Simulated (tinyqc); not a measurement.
Error of each scheme against the width: smearing for a one-band metal on the bcc lattice.

Lattice vectors (units of a): a1 = (-1/2, 1/2, 1/2), a2 = (1/2, -1/2, 1/2), a3 = (1/2, 1/2, -1/2). E(k) = -t A_1(k) - t2 A_2(k), A_m the sum of cos(k . R) over the 8 nearest and 6 second lattice vectors. Mesh k = sum (j_i/N) b_i, j_i = 0 .. N-1.

With x = (E_k - mu)/sigma: Fermi-Dirac f = 1/(1 + exp(x)), s = -f ln f - (1 - f) ln(1 - f); Gaussian f = erfc(x)/2, s = exp(-x^2)/(2 sqrt(pi)); Methfessel-Paxton (first order) f = erfc(x)/2 - x exp(-x^2)/(2 sqrt(pi)), s = (1 - 2 x^2) exp(-x^2)/(4 sqrt(pi)); cold (Marzari-Vanderbilt) with y = x + 1/sqrt(2), f = erfc(y)/2 + exp(-y^2)/sqrt(2 pi), s = y exp(-y^2)/sqrt(2 pi). With weights w = points/N^d (d the dimension), mu solves 2 sum w f = ne; E = 2 sum w f E_k, S = 2 sum w s, F = E - sigma S.

Values chosen for the exercise:
```
symbol  value  unit  meaning
t       1.17   eV    nearest hopping
t2      0.17   eV    second hopping
ne      1.15         electrons per cell
```

All on the dense mesh N = 40. The reference is F of first-order Methfessel-Paxton smearing with sigma = 0.05 t on the mesh N = 40; it moves by 1.17 meV on the mesh N = 50; in three dimensions such meshes can agree by chance and the reference may be off by about 1 meV, so smaller errors are not resolved.

Errors (meV per cell):
```
sigma (eV)     FD F  FD (E+F)/2  Gauss F  Gauss (E+F)/2    MP F  cold F
0.117        -10.71        0.17    -1.50           0.03    0.03    0.15
0.175        -23.89       -0.92    -3.48           0.18    0.18    0.43
0.234        -41.06       -3.18    -6.39           0.36    0.36    0.55
0.351        -85.09      -10.52   -14.84           0.20    0.20    0.00
0.468       -139.79      -20.99   -26.23          -0.89   -0.88   -1.50
0.702       -274.83      -49.97   -56.02          -5.15   -5.11   -6.71
0.936       -437.43      -88.58   -93.57         -11.60  -11.51  -14.47
```

reference = -2.35406 eV

Doubling sigma from 0.234 to 0.468 eV multiplies the error of F by 3.4 (Fermi-Dirac) and 4.1 (Gaussian); a pure sigma^2 term would give 4. At the smallest width Fermi-Dirac errs 7.1 times as much as Gaussian, against 2 pi^2/3 = 6.6 for the ratio of the sigma^2 terms at equal sigma. At the largest width the sizes of the errors rank MP F 11.5, Gauss (E+F)/2 11.6, cold F 14.5, FD (E+F)/2 88.6, Gauss F 93.6, FD F 437.4 meV; below about 1 meV this order, and the ratios at the smallest width, carry the noise of the mesh.

Run: tinyqc, `OMP_NUM_THREADS=1 python tinyqc.py 1650339 1650340 out.jsonl`; Intel(R) Xeon(R) Processor @ 2.30GHz, one thread, shared host; about 0.3 s of CPU time with all checks.
